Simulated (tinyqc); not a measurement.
# Worked calculation: piezoresistors in the (001) plane of a cubic crystal

tinyqc, about 0.01 s, one thread, Intel Xeon 2.30GHz (shared host): `OMP_NUM_THREADS=1 python tinyqc.py 2530007 2530008 out.jsonl` Printed values are rounded.

Plane stress in crystal axes x = [100], y = [010]. First-order piezoresistance: d rho_xx/rho = p11 sxx + p12 syy, d rho_yy/rho = p12 sxx + p11 syy, d rho_xy/rho = p44 sxy; a resistor along d = (cos th, sin th) changes by dR/R = d.(d rho/rho).d. Changes of geometry and second-order terms are left out.

Parameters, values chosen for the exercise; coefficients close to those of lightly doped n-type silicon:
```
symbol  value        unit                          meaning
p11      -109  x 1e-11/Pa       piezoresistive coefficient
p12      56.8  x 1e-11/Pa       piezoresistive coefficient
p44     -13.3  x 1e-11/Pa       piezoresistive coefficient
th       22.5         deg  angle of the current from [100]
Sx        -51         MPa                       stress sxx
Sy       -195         MPa                       stress syy
St         67         MPa                 shear stress sxy
Vb        3.3           V                    bridge supply
E         162         GPa      Young's modulus along [110]
```

## Change of the resistivity tensor

As in the introduction.

d rho/rho (%):
```
         x        y
x  -5.5170  -0.8911
y  -0.8911  18.3582
```

## Resistors at th and th + 90 degrees, and the bridge

dR/R = d.(d rho/rho).d. A full bridge with two resistors of each kind in opposite arms gives Vout = Vb (a - b)/(2 + a + b), a and b the two dR/R.

dR/R at th = -2.65066 %
dR/R at th + 90 = 15.4919 %
Vout = -281.291 mV

## Longitudinal and transverse coefficients

For uniaxial stress along or across the current: pL = p11 - (A/2) sin^2(2 th), pT = p12 + (A/2) sin^2(2 th), A = p11 - p12 - p44. Gauge factor along [110]: E (p11 + p12 + p44)/2.

A = -152.5 x 1e-11/Pa
pL = -70.8750 x 1e-11/Pa
pT = 18.6750 x 1e-11/Pa
gauge factor = -53.0550
